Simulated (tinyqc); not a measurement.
From 2p0 binding energy back to longitudinal mass m_l: donor in an ellipsoidal valley (Kohn-Luttinger variational method). Computed by tinyqc, a small Python program. Command: `OMP_NUM_THREADS=1 python tinyqc.py 3008941 3008942 out.jsonl kohnlutt inv`. One thread of a shared host (Intel(R) Xeon(R) Processor @ 2.30GHz), about 0.1 s of CPU time with the checks.

H = -(d^2/dx^2 + d^2/dy^2) - gamma d^2/dz^2 - 2/r in units built on m_t, with gamma = m_t/m_l and z along the valley axis. One valley; no valley-orbit or central-cell term.

Inputs (values chosen for the exercise, for a model semiconductor): transverse mass m_t = 0.195 m_0; dielectric constant eps = 8.18.

Constants: Ry = 13.605693123 eV; a_0 = 0.529177210903 angstrom.

Method. Ry* = Ry m_t/eps^2, a* = a_0 eps/m_t, gamma = m_t/m_l. Gaussian basis: g = P exp(-al (x^2 + y^2) - be z^2) with P = 1 (s-like), z (2p0) or x (2p+-); al = 0.004 x 2.6^k, k = 0..11, and be/al = 1, gamma^(-1/2) or 1/gamma (36 functions); 1/r = (2/sqrt(pi)) int exp(-t^2 r^2) dt by 48 Gauss-Legendre points after t = sqrt(al_i + al_j) tan(theta); overlap eigenvalues below 1e-10 are dropped.

Question. A run gave the result below. Find the longitudinal mass m_l, known to lie between 0.59 and 1.4 m_0.

2p0 binding energy = 20.4046 meV

Answer.

Each step takes the trial c = (a f_b - b f_a)/(f_b - f_a), f being the result less the target and a, b, c the logarithms of the listed values; c replaces end b, the old b replaces a if the sign of f changed, and otherwise f_a is halved.

Scan of the range:
```
longitudinal mass m_l (m_0)  2p0 binding energy (meV)
0.590                                         18.2607
0.681                                         19.6104
0.787                                         21.0345
0.909                                         22.5154
1.050                                         24.0584
1.210                                         25.6347
1.400                                         27.3148
```

False position (Illinois rule, in the logarithm of the input) inside the bracket:
```
step     end a     end b     trial  2p0 binding energy (meV)
1     0.681000  0.787000  0.738220                   20.3968
2     0.787000  0.738220  0.738794                   20.4045
3     0.787000  0.738794  0.738805                   20.4047
4     0.738794  0.738805  0.738800                   20.4046
```

2p0 binding energy rises at every point of a 13-point scan of the range (every second point is shown), so one value fits; it is bracketed by 0.681 and 0.787. Answer: longitudinal mass m_l = 0.7388 m_0.
